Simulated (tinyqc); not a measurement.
# From metallurgical channel L_met back to offset spacer

Model: two-dimensional dopant profile at a mask edge: lateral junction, overlap and effective channel length. Computed by tinyqc, a small Python program. Command: `OMP_NUM_THREADS=1 python tinyqc.py 3019012 3019013 out.jsonl lateral inv`. One thread of a shared host (Intel(R) Xeon(R) Processor @ 2.30GHz), about 0.01 s of CPU time with the checks.

Ions enter for y < 0; the mask (spacer, then gate) covers y > 0. x is the depth. The surface reflects dopant during the anneal.

Inputs (values chosen for the exercise, modelled on a source-drain extension in silicon):

| quantity | value | unit |
|---|---|---|
| dose Q | 4.6e+14 | 1/cm^2 |
| projected range R_p | 7.6 | nm |
| vertical straggle | 3.5 | nm |
| lateral straggle | 2.1 | nm |
| anneal budget D t | 9.8e-14 | cm^2 |
| channel doping C_B | 2e+17 | 1/cm^3 |
| gate length L_g | 64 | nm |
| oxide thickness | 2.4 | nm |

Constants: eps_0 = 8.8541878128e-12 F/m.

Method:
- Widths s_x^2 = (vertical straggle)^2 + 2 D t, s_y^2 = (lateral straggle)^2 + 2 D t. C(x, y) = V(x) (1/2) erfc(y/(sqrt2 s_y)), V(x) = Q/(sqrt(2 pi) s_x) [exp(-(x - R_p)^2/(2 s_x^2)) + exp(-(x + R_p)^2/(2 s_x^2))]; 1 nm = 1e-7 cm.
- The vertical junction far from the mask solves V(x) = C_B.
- The lateral junction at depth x solves C = C_B: y_j(x) = sqrt2 s_y erfc^-1(2 C_B/V(x)). Overlap under the gate = y_j(0) - spacer; metallurgical channel L_met = L_g - 2 overlap (tails from the two sides are not added).
- Abruptness at y_j(0) in nm per decade = ln(10) s_y sqrt(pi/2) exp(u^2) erfc(u), u = y_j/(sqrt2 s_y). Overlap capacitance per width = 3.9 eps_0 overlap/t_ox (zero if there is no overlap).

Question. A run gave the result below. Find the offset spacer, known to lie between 0.87 and 1.9 nm.

metallurgical channel L_met = 35.07349 nm

Answer.

Each step takes the trial c = (a f_b - b f_a)/(f_b - f_a), f being the result less the target and a, b, c the logarithms of the listed values; c replaces end b, the old b replaces a if the sign of f changed, and otherwise f_a is halved.

Scan of the range:

| offset spacer (nm) | metallurgical channel L_met (nm) |
|---|---|
| 0.870 | 34.6715 |
| 0.991 | 34.9135 |
| 1.130 | 35.1915 |
| 1.290 | 35.5115 |
| 1.460 | 35.8515 |
| 1.670 | 36.2715 |
| 1.900 | 36.7315 |

False position (Illinois rule, in the logarithm of the input) inside the bracket:

| step | end a | end b | trial | metallurgical channel L_met (nm) |
|---|---|---|---|---|
| 1 | 0.99100 | 1.13000 | 1.06876 | 35.0690 |
| 2 | 1.13000 | 1.06876 | 1.07094 | 35.0734 |
| 3 | 1.13000 | 1.07094 | 1.07105 | 35.0736 |
| 4 | 1.07094 | 1.07105 | 1.07100 | 35.0735 |

Metallurgical channel L_met rises at every point of a 13-point scan of the range (every second point is shown), so one value fits; it is bracketed by 0.991 and 1.13. The scan shows a straight line, so linear interpolation between any two rows gives the answer at once. Answer: offset spacer = 1.071 nm.
